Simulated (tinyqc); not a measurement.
Chemical-mechanical planarisation: Preston law, pattern density and step-height reduction: one step, computed by the program tinyqc.

A row of 12 cells, repeated periodically, holds raised features that cover a share rho of each cell.

Task: State at time t. While h > h_c only raised areas polish, at R0/rho_eff, until t_c = rho_eff (h0 - h_c)/R0. After that h = h_c exp(-(t - t_c)/tau), tau = rho_eff h_c/R0; low areas polish at R0 (1 - h/h_c) and raised areas at R0 [1 + (1 - rho_eff) h/(rho_eff h_c)]. Removed from raised areas after t_c: h0 - h_c + R0 (t - t_c) + (1 - rho_eff)(h_c - h); from low areas: R0 (t - t_c) - rho_eff (h_c - h). Film left = z0 less the removal from raised areas.

Inputs (values chosen for the exercise, close to those used for oxide polishing):
```
quantity,value,unit
initial step height h0,200,nm
contact height h_c,26,nm
film above the raised areas z0,410,nm
polish time t,15,s
```

effective densities: [0.6836770, 0.6068137, 0.6644637, 0.4185883, 0.3436258, 0.5204471, 0.5214643, 0.3612560, 0.4093631, 0.4487452, 0.2778499, 0.4437058]

blanket rate R0 = 5.554336 nm/s

Give: Cells; range of film left across the row; largest remaining step; thinnest film left.

Result:

Cells:
```
cell,rho_eff,t_c (s),step h (nm),"removed, raised (nm)","removed, low (nm)",film left on raised areas (nm)
1,0.68368,21.417,78.137,121.86,0.000,288.14
2,0.60681,19.010,62.701,137.30,0.000,272.70
3,0.66446,20.816,74.613,125.39,0.000,284.61
4,0.41859,13.113,9.925,193.83,3.752,216.17
5,0.34363,10.765,1.868,213.36,15.232,196.64
6,0.52045,16.304,39.916,160.08,0.000,249.92
7,0.52146,16.336,40.229,159.77,0.000,250.23
8,0.36126,11.317,2.945,209.18,12.128,200.82
9,0.40936,12.824,8.353,196.51,4.862,213.49
10,0.44875,14.058,16.602,184.41,1.016,225.59
11,0.27785,8.704,0.205,227.60,27.802,182.40
12,0.44371,13.900,15.309,186.06,1.367,223.94
```

range of film left across the row = 105.73 nm

largest remaining step = 78.137 nm

thinnest film left = 182.40 nm

7 of 12 cells have reached contact. The cell with the lowest rho_eff has lost the most film from its raised areas.
